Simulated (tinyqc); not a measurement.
Peak against initial coverage: adsorption as a lattice gas: isotherms with interactions, competition, desorption peaks and saturation dose. Computed by tinyqc, a small Python program. Command: `OMP_NUM_THREADS=1 python tinyqc.py 3003926 3003927 out.jsonl adsorb walk`. One thread of a shared host (Intel(R) Xeon(R) Processor @ 2.30GHz), about 0.2 s of CPU time with the checks.

One adsorbate per site; a molecule needs 2 empty sites. Gas and surface have the same temperature.

Inputs (values chosen for the exercise, for a model surface):
```
quantity                           value  unit
desorption energy E                0.963    eV
prefactor nu                     1.4e+12   1/s
pair energy w (positive repels)    0.044    eV
neighbours z                           3     -
heating rate beta                    1.6   K/s
```

Adsorption: dissociative (second order).

Constants: k_B = 8.617333262e-05 eV/K.

Method. Heating at the rate beta: d theta/dT = -(nu/beta) theta^2 exp(-[E - 2 z w theta]/(k_B T)). Integrated numerically (relative tolerance 1e-9); T_p is the maximum of the rate.

Peak temperatures (K):
```
theta_0   w = 0  with w
0.1      400.25  391.16
0.3      386.08  359.30
0.5      379.82  335.10
0.7      375.80  312.80
0.9      372.85  291.26
```

What does the comparison show, and why?

Without interaction the peak moves down by 27.4 K, the mark of second order; with w it moves by -99.9 K.

Extremes, crossings and ranges named in words are read from the listed rows.
